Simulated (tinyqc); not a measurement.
# Energy and delay of logic against supply voltage: two studies

One expression serves below and above threshold: I(Vg) = Ik [ln(1 + exp((Vg - VT + dd V)/(al nf Vt)))]^al, with I_on = I(V) and I_off = I(0). Gate delay td = kd C V/I_on, clock period LD td. Per gate and cycle the switching energy is act C V^2 and the leakage energy I_off V LD td. No short-circuit current, no variation. Minima are sought above 0.09 V; below a few Vt gates no longer switch and the model has no meaning.

Inputs (values chosen for the exercise); values of the order met in logic technologies:
```
symbol,value,unit,meaning
T,250,K,temperature
VT,0.22,V,threshold voltage at zero drain bias
nf,1.27,,slope factor
dd,0.06,,barrier lowering per volt of supply
Ik,2.7,uA,specific current of a gate
al,1.23,,exponent of the current law
C,4,fF,load capacitance of a gate
kd,1,,delay factor
LD,40,,logic depth
act,0.02,,activity factor
```

Constants: q = 1.602176634e-19 C, kB = 1.380649e-23 J/K, Vt = kB T/q. Results are converted to the units shown.

Each table varies one quantity; the others keep the values above.

## Energy and delay against supply voltage

EDP = energy times td.

Energy and delay against supply voltage:
```
V (V)	I_on (uA)	I_off (nA)	td (ps)	switching (aJ)	leakage (aJ)	energy (aJ)	EDP (fJ ps)
0.15	0.2644	1.207	2270	1.800	16.43	18.23	41.38
0.27	6.717	1.569	160.8	5.832	2.725	8.557	1.376
0.38	21.67	1.997	70.15	11.55	2.130	13.68	0.9598
0.5	41.45	2.597	48.25	20.00	2.506	22.51	1.086
0.62	63.27	3.377	39.20	30.75	3.283	34.04	1.334
0.73	84.62	4.296	34.51	42.63	4.329	46.96	1.621
0.85	109.1	5.585	31.16	57.80	5.917	63.72	1.985
0.97	134.7	7.259	28.80	75.27	8.113	83.38	2.402
1.08	159.0	9.230	27.17	93.31	10.83	104.1	2.830
1.2	186.3	11.99	25.77	115.2	14.83	130.0	3.350
```

Read the table: what changes, and by how much?

td falls from 2270 to 25.8 ps; the energy goes from 18.2 through a minimum of 8.56 (at V = 0.27 V among the rows listed) to 130 aJ and the EDP goes from 41.4 through a minimum of 0.960 (at V = 0.38 V among the rows listed) to 3.35 fJ ps. The exact minima lie at V = 0.240 V for the energy and 0.379 V for the EDP. Going from 1.2 V to the energy minimum saves a factor of 16.0 in energy and costs a factor of 9.70 in delay. Below the minimum the leakage energy rises faster than the switching energy falls, because the clock period grows so steeply.

## Optimum supplies against the slope factor

Same model as above.

V_min minimises the energy and V_EDP the product of energy and td.

Results:
```
nf	V_min (V)	energy at V_min (aJ)	leakage share (%)	clock at V_min (MHz)	V_EDP (V)	clock at V_EDP (GHz)
1	0.1897	3.991	27.89	28.65	0.3545	0.4209
1.1	0.2083	5.145	32.51	52.94	0.3597	0.3851
1.2	0.2271	6.711	38.54	80.80	0.3693	0.3633
1.3	0.2457	8.859	45.49	107.8	0.3835	0.3517
1.4	0.2639	11.80	52.78	131.1	0.4015	0.3457
1.6	0.2973	21.06	66.44	161.9	0.4431	0.3374
```

Estimate the missing row, nf = 1.5.

Computed row:
```
nf	V_min (V)	energy at V_min (aJ)	leakage share (%)	clock at V_min (MHz)	V_EDP (V)	clock at V_EDP (GHz)
1.5	0.2812	15.78	59.89	149.1	0.4219	0.3416
```

With this row back in the table: As nf goes from 1 to 1.6, V_min rises from 0.190 to 0.297 V, the energy there rises from 3.99 to 21.1 aJ, the clock there rises from 28.6 to 162 MHz and V_EDP rises from 0.355 to 0.443 V.

Computed by the program tinyqc: `OMP_NUM_THREADS=1 python tinyqc.py 2082148 2082149 out.jsonl`, one thread of a shared Intel Xeon 2.30GHz, about 0.01 s for the whole run.
